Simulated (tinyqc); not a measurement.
Changing the skew C: minimum-mode following (dimer method) and harmonic rate on a two-dimensional model surface. Computed by tinyqc, a small Python program. Command: `OMP_NUM_THREADS=1 python tinyqc.py 3002774 3002775 out.jsonl dimer sweep`. One thread of a shared host (Intel(R) Xeon(R) Processor @ 2.30GHz), about 0.03 s of CPU time with the checks.

V(x, y) = -A (cos kx + cos ky) - B cos kx cos ky + (C sin ky + S sin kx)(1 - cos kx), k = 2 pi/a; the atom hops from the minimum at (0, 0) to that at (a, 0).

Inputs (values chosen for the exercise, for a model surface): amplitude A = 0.26 eV; amplitude B = -0.015 eV; asymmetry S = 0.062 eV; period a = 3.9 angstrom; start as a fraction of the way from minimum to saddle = 0.51; offset of the start in y = -0.12 angstrom; first angle of the dimer = 15 degrees; half length delta = 0.01 angstrom; step factor eta = 0.53 angstrom^2/eV; mass M = 119 u; temperature T = 200 K.

Surface: adatom on a square lattice.

Constants: nu for 1 eV/(angstrom^2 u) = 15.6333042 THz; k_B = 8.617333262e-05 eV/K.

Method:
- Newton steps x(new) = x - H^-1 grad V (moves limited to 0.3 angstrom) from (0, 0), (a, 0) and (a/2, 0) give the two minima and the saddle.
- Dimer at R with unit axis N = (cos phi, sin phi) and normal T = (-sin phi, cos phi). Gradients g at R +/- delta N and at R +/- delta T give H N and H T by central differences, (g+ - g-)/(2 delta). With C_N = N.H N, C_T = T.H T and b = T.H N, rotate by theta = (1/2) atan2(-2b, C_T - C_N), the angle of least curvature C = (C_N + C_T)/2 - sqrt((C_N - C_T)^2/4 + b^2).
- Translate along F = -g + 2 (g.N) N if C < 0, else along F = (g.N) N, with the new axis: R(new) = R + eta F, the move limited to 0.2 angstrom.
- R0 = start minimum + fraction x (saddle - minimum) + (0, offset). Stop when |g| is below 1e-5 eV/angstrom, after 150 steps at most.
- Diagonalise the Hessian at the start minimum and at the saddle; nu = 15.6333042 THz x sqrt(|lambda|/M).
- Vineyard prefactor nu* = nu1 nu2 (minimum)/nu2 (saddle); k = nu* exp(-E_b/(k_B T)).

One run for each value:
```
skew C (eV)  barrier from the start (eV)  prefactor nu* (THz)  rate k (1/s)  steps
0.0052                            0.5169                1.081          0.10     22
0.0260                            0.5126                1.072          0.13     22
0.0470                            0.5027                1.053          0.23     22
0.0680                            0.4879                1.027          0.52     22
0.0880                            0.4699                0.998          1.44     22
0.1100                            0.4465                0.964          5.39     23
0.1300                            0.4228                0.933         20.65     24
```

Over the rows, barrier from the start (eV) falls from 0.517 to 0.423 (exponent d ln y / d ln x -0.0052 between the first rows and -0.33 between the last); prefactor nu* (THz) falls from 1.08 to 0.933 (exponent d ln y / d ln x -0.0050 between the first rows and -0.19 between the last); rate k (1/s) rises from 0.102 to 20.6 (exponent d ln y / d ln x 0.15 between the first rows and 8.0 between the last).

Extremes, crossings and ranges named in words are read from the listed rows.
